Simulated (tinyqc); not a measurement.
Doping the contact: Schottky barrier with interface states (Cowley-Sze model), image lowering and contact resistance. Computed by tinyqc, a small Python program. Command: `OMP_NUM_THREADS=1 python tinyqc.py 3015976 3015977 out.jsonl pinning walk`. One thread of a shared host (Intel(R) Xeon(R) Processor @ 2.30GHz), about 0.01 s of CPU time with the checks.

An n-type semiconductor under a metal. The barrier lies between the Schottky-Mott limit phi_M - chi and the Bardeen limit E_g - E_n, E_n being the neutrality level of the interface states; the space-charge term of the full Cowley-Sze expression is left out.

Inputs (values chosen for the exercise, with gap, mass and screening modelled on CdS):
```
quantity,value,unit
gap E_g,2.55,eV
electron affinity chi,4.34,eV
metal work function phi_M,4.76,eV
neutrality level E_n above the valence band,1.75,eV
interface-state density D,5.3e+14,cm^-2 eV^-1
dipole layer thickness delta,0.29,nm
dipole layer constant eps_i,1,-
dielectric constant eps_s,8.39,-
electron mass m_e,0.202,m_0
valleys M_c,1,-
temperature T,200,K
```

Pinning factor from: interface states.

Constants: e = 1.602176634e-19 C; eps_0 = 8.8541878128e-12 F/m; k_B = 8.617333262e-05 eV/K; hbar = 1.054571817e-34 J s; m_0 = 9.1093837015e-31 kg; k_B = 1.380649e-23 J/K; h = 6.62607015e-34 J s.

Method:
- S = 1/(1 + e^2 D delta/(eps_i eps_0)); for D per eV, e^2 D is the number e x D in SI units, with 1 cm^-2 = 1e4 m^-2.
- phi_B = S (phi_M - chi) + (1 - S)(E_g - E_n); the hole barrier is E_g - phi_B.
- A* = 4 pi e m_e M_c k_B^2/h^3 (a simple valley count); J_s = A* T^2 exp(-phi/k_B T).
- E_00 = (e hbar/2) sqrt(N/(m_e eps_s eps_0)), E_0 = E_00 coth(E_00/k_B T); scaling form of the contact resistivity rho_c = (k_B/(e A* T)) exp(phi_B/E_0), which is the thermionic result when E_00 << k_B T and keeps only the leading exponential of tunnelling when E_00 >> k_B T; image lowering is left out of it.
- Regimes: thermionic below E_00/k_B T = 0.5, field emission above 5.

barrier phi_B = 0.786811 eV

Against doping:
```
N (cm^-3),1e10/sqrt(N),E_00/k_B T,rho_c (ohm cm^2),regime
1.00e+16,1.0000e+02,8.2750e-02,1.0735e+12,thermionic emission
1.00e+17,3.1623e+01,2.6168e-01,4.3198e+11,thermionic emission
1.00e+18,1.0000e+01,8.2750e-01,3.3194e+08,thermionic-field emission
3.00e+18,5.7735e+00,1.4333e+00,3.9179e+04,thermionic-field emission
1.00e+19,3.1623e+00,2.6168e+00,5.5661e-01,thermionic-field emission
3.00e+19,1.8257e+00,4.5324e+00,4.1939e-04,thermionic-field emission
1.00e+20,1.0000e+00,8.2750e+00,4.4174e-06,field emission
3.00e+20,5.7735e-01,1.4333e+01,4.2905e-07,field emission
1.00e+21,3.1623e-01,2.6168e+01,1.0159e-07,field emission
```

What follows from these numbers?

Even over the thermionic rows rho_c falls by a factor 2.5, since the barrier is many E_0 high, and then it falls faster, by 19.0 decades in all; in field emission ln rho_c is linear in 1/sqrt(N). It stays above 1e-7 ohm cm^2 at every listed doping.
